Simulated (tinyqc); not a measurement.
Inside a calculation. Model: gas flow in a process chamber: flow regimes, conductance, effective pumping speed, pump-down, outgassing and purge. Computed by tinyqc, a small Python program that keeps every step. Command: `OMP_NUM_THREADS=1 python tinyqc.py 3121544 3121545 out.jsonl pump walk`. One thread of a shared host (Intel(R) Xeon(R) Processor @ 2.30GHz), about 0.09 s of CPU time with the checks. Intermediate numbers are printed to about 7 digits and carried at full precision; extremes and crossings named in words are read from the listed rows.

Ideal gas, isothermal flow, a pump of constant speed at the end of a round pipe; process gas, volume gas and outgassing are given the same properties. 1 sccm = 101325 Pa x 1e-6 m^3/60 s x T/273.15 K.

Inputs (values chosen for the exercise, modelled on nitrogen near room temperature):
```
quantity                     value            unit
molar mass M                 28.01           g/mol
molecular diameter            0.37              nm
viscosity eta                 17.8   micropascal s
temperature T                  293               K
chamber volume V                34               L
wall area                      1.2             m^2
pipe diameter d                6.3              cm
pipe length l                   81              cm
pump speed S                   100             L/s
process gas flow                74            sccm
outgassing rate after 1 h  1.5e-05  Pa m^3/(s m^2)
outgassing exponent n         0.73               -
starting pressure p0          1200              Pa
target base pressure         1e-05              Pa
```

Constants: k_B = 1.380649e-23 J/K; u = 1.6605390666e-27 kg.

## Molecular flow

Mean speed c = sqrt(8 k_B T/(pi m)); aperture conductance C_a = c pi d^2/16; molecular pipe C_m = C_a/(1 + 3 l/(4 d)) (Dushman form); viscous pipe C_v = pi d^4 p_mean/(128 eta l); Knudsen interpolation C = C_v + C_m (1 + x)/(1 + 1.24 x), x = d p_mean sqrt(m/(k_B T))/eta. Effective speed 1/S_eff = 1/S + 1/C_m; time constant V/S_eff; pressure at which the free path k_B T/(sqrt2 pi d_m^2 p) equals d.

mean speed c = 470.6135 m/s

C_a = 366.7545 L/s

C_m = 34.46015 L/s

S_eff in molecular flow = 25.62852 L/s

time constant = 1.326647 s

pressure where the free path equals d = 0.1055704 Pa

The pipe passes on 26 % of the pump speed; a larger pump would gain little, since S_eff cannot exceed C_m.

## Process pressure

Steady flow: the pump inlet is at p_2 = Q/S, and the chamber pressure p_1 solves Q = C((p_1 + p_2)/2) (p_1 - p_2). Residence time = p_1 V/Q. Knudsen number = free path at the mean pressure over d.

throughput Q = 134.0490 Pa L/s

p_2 = 1.340490 Pa

chamber pressure p_1 = 2.916251 Pa

conductance C = 85.06936 L/s

residence time = 0.7396739 s

Knudsen number = 0.04960151

The flow in the pipe is transitional.

## Purging a well-mixed chamber

With steady flow a contaminant decays as exp(-t/residence time); gas used = flow x time.

time to dilute 1e3 times = 5.109486 s

time to dilute 1e6 times = 10.21897 s

gas used for 1e6 = 12.60340 standard cm^3

## Pump-down curve

Pump-down: V dp/dt = -S_eff(p) p + q(t) A, with S_eff = S p_2/p, where p_2 solves C((p + p_2)/2) (p - p_2) = S p_2 at each moment, and q(t) = q_1 (1 h/(t + 10 s))^n; integrated adaptively. At long times p = q(t) A/S_eff. S_eff(p) is tabulated at 260 pressures and interpolated in ln p. Comparison columns: p0 exp(-t/time constant) with the molecular S_eff (0 below 1e-26 p0), and the outgassing limit.

Pressure against time:
```
t (s)         p (Pa)  S_eff (L/s)  volume gas only (Pa)  outgassing limit (Pa)
0.3     4.987566e+02     99.25577          9.571334e+02           5.049851e-02
1       6.683038e+01     94.65133          5.647012e+02           4.813191e-02
3       1.586209e+00     36.39609          1.250529e+02           4.260603e-02
10      4.072445e-02     24.98719          6.390811e-01           3.110985e-02
30      1.955055e-02     25.23932          1.812614e-07           1.875625e-02
100     9.117476e-03     25.42328                     0           8.962581e-03
300     4.236919e-03     25.52728                     0           4.206837e-03
1000    1.780975e-03     25.58465                     0           1.776213e-03
3600    7.015898e-04     25.61100                     0           7.009217e-04
20000   2.008380e-04     25.62348                     0           2.007888e-04
100000  6.203671e-05     25.62696                     0           6.203232e-05
```

From t = 30 s on the pressure is within 20 % of the outgassing limit, which falls only as (t + 10 s)^-0.73: walls, not volume, set the time to base pressure. Early on viscous flow raises S_eff to 99.3 L/s, 3.9 times its molecular value.

## Time to base pressure

From the outgassing limit: t = 1 h x (q_1 A/(S_eff p_target))^(1/n) - 10 s; monolayer time at the target = 1e19 m^-2 x 4 k_B T/(p c) for unit sticking.

time to the target = 338.4664 h

monolayer time = 34.38322 s

Caution: beyond some 100 h the power law gives way to slower sources such as permeation and bulk diffusion; baking is the usual remedy.

Checks made by the program: throughput from C and the pressure drop (relative difference below 1e-10).
